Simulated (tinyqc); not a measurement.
Growing the shell: core-shell quantum dot (spherical envelope functions).

Parabolic bands; strain and other valleys are left out. s states, u = r psi, hard wall at R + H, c = hbar^2/2m0, energies from the band edges of the core. Core: u = sin(k1 r)/k1, k1 = sqrt(m1 E/c). At R, psi and psi'/m are continuous, so u is continuous and its slope in the shell is s = u/R + (m2/m1)(u' - u/R). Shell: u(R + x) = u(R) cos(k2 x) + s sin(k2 x)/k2, k2 = sqrt(m2 (E - V)/c); for negative arguments the functions turn into sinh and cosh. A level has u(R + H) = 0.

Overlap = (integral of u_e u_h)^2 with normalised u. Coulomb integrals J_ab = (q/eps) double integral of u_a(r)^2 u_b(s)^2/max(r, s), q = e^2/(4 pi eps0), one eps everywhere. Exciton E = Eg + E_e + E_h - J_eh; first-order biexciton shift J_ee + J_hh - 2 J_eh (positive: repulsive).

Constants: hbar^2/2m0 = 3.80998211 eV angstrom^2; e^2/(4 pi eps0) = 14.39964547 eV angstrom; hc = 1239.841984 eV nm.

Values chosen for the exercise (near those of a CdTe/CdSe core-shell dot; not measured data):
```
symbol  value                       unit      meaning
R       37                          angstrom  core radius
Vc      -0.32                       eV        conduction edge of the shell above that of the core
Vv      0.568                       eV        hole barrier of the shell
me1     0.104                       m0        electron, core
me2     0.134                       m0        electron, shell
mh1     0.35                        m0        hole, core
mh2     0.436                       m0        hole, shell
Eg      1.504                       eV        gap of the core
eps     6.7                                   dielectric constant
Hs      (2, 7, 13, 22, 28, 44, 53)  angstrom  shell thicknesses
```

All quantities anew for each H.

Results:
```
H (angstrom)  E_e (eV)  E_h (eV)  electron in core  overlap  J_eh (meV)  E (eV)  biexciton shift (meV)
2               0.2300    0.0695             0.999    1.000        97.2   1.706                    0.0
7               0.1556    0.0616             0.950    0.962        85.9   1.635                    1.2
13              0.0646    0.0608             0.745    0.732        73.2   1.556                    9.1
22             -0.0669    0.0607             0.350    0.316        57.5   1.440                   26.0
28             -0.1304    0.0607             0.204    0.177        51.4   1.383                   33.3
44             -0.2222    0.0607             0.064    0.053        42.1   1.300                   43.8
53             -0.2479    0.0607             0.039    0.032        38.7   1.278                   47.5
```

The line moves by -428 meV: the electron gives -478, the hole -9 and the weaker attraction +59 meV. Over the last step E_e moves by -25.6 meV and E_h by 0.0 meV; the electron level lies above the shell edge Vc, so at this thickness it still spreads with the shell; whether a thicker shell brings it below Vc depends on whether the core binds a level at all. The overlap goes from 1.000 to 0.032, which scales the radiative lifetime by 31.3 if the rate is proportional to it. Up to H = 2 angstrom E_e exceeds 0.15 Eg, where a parabolic band overstates it.

Program tinyqc; command `OMP_NUM_THREADS=1 python tinyqc.py 1251316 1251317 out.jsonl`; about 0.04 s on one thread of a shared Intel(R) Xeon(R) Processor @ 2.30GHz.
